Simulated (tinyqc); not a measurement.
What each parameter does: donor level screened by free carriers (Yukawa potential).

Screening wave number: Debye ks^2 = 4 pi q n/(eps kB T); Thomas-Fermi ks^2 = 6 pi q n/(eps EF) with EF = c (3 pi^2 n/gv)^(2/3)/m, c = hbar^2/2m0; the two are joined by 1/ks^2 = sqrt(1/ks_D^4 + 1/ks_TF^4). 1e18/cm^3 = 1e-6/angstrom^3, q = e^2/(4 pi eps0).

Potential -(q/(eps r)) exp(-ks r), q = e^2/(4 pi eps0). In units Ry* = Ry m/eps^2 and a* = a0 eps/m the problem is [-Laplacian - 2 exp(-x r)/r] psi = E psi with x = ks a*.

Converged values use 18 functions exp(-z r), z = 1.55^i, i = -11 to 6: S = 2/A^3, H = z_i z_j S - 2/(A + x)^2, A = z_i + z_j.

Constants: e^2/(4 pi eps0) = 14.39964547 eV angstrom; kB = 8.617333262e-05 eV/K; hbar^2/2m0 = 3.80998211 eV angstrom^2; Ry = 13.60569312 eV; a0 (Bohr radius) = 0.5291772105 angstrom.

Parameters, chosen for this exercise (near those of a donor in Si, with one mean mass; the results hold for these values, not for the real material):

| symbol | value | unit | meaning |
|---|---|---|---|
| m | 0.319 | m0 | mass |
| eps | 11.4 |  | dielectric constant |
| gv | 6 |  | valleys |
| T | 300 | K | temperature |
| n | 2.7 | x 1e18/cm^3 | free-carrier density |

Ry* = Ry m/eps^2, a* = a0 eps/m, x = ks a* with the joined ks; converged binding. Each row changes one parameter from the base and keeps the others.

Results:

| case | 1/ks (angstrom) | x | binding in Ry* | binding (meV) |
|---|---|---|---|---|
| base | 24.7 | 0.764 | 0.107 | 3.58 |
| n = 4.05 x 1e18/cm^3 | 20.3 | 0.931 | 0.039 | 1.29 |
| T = 270 K | 23.5 | 0.804 | 0.087 | 2.92 |
| m = 0.357 m0 | 24.7 | 0.684 | 0.154 | 5.74 |
| eps = 10.5 | 23.7 | 0.734 | 0.124 | 4.88 |
| gv = 7 | 24.7 | 0.765 | 0.107 | 3.56 |

The largest shifts from the base row, up to three for each result and ties (the steps differ in size, so this ranks the rows, not the parameters). 1/ks (angstrom): n -4.4, T -1.2, eps -1.0; unchanged at the printed digits by m and gv. x: n +0.167, m -0.080, T +0.040. binding in Ry*: n -0.069, m +0.046, T -0.020; unchanged at the printed digits by gv. binding (meV): n -2.29, m +2.16, eps +1.30.

Run: tinyqc, `OMP_NUM_THREADS=1 python tinyqc.py 1282168 1282169 out.jsonl`; Intel(R) Xeon(R) Processor @ 2.30GHz, one thread, shared host; about 0.01 s of CPU time with all checks.
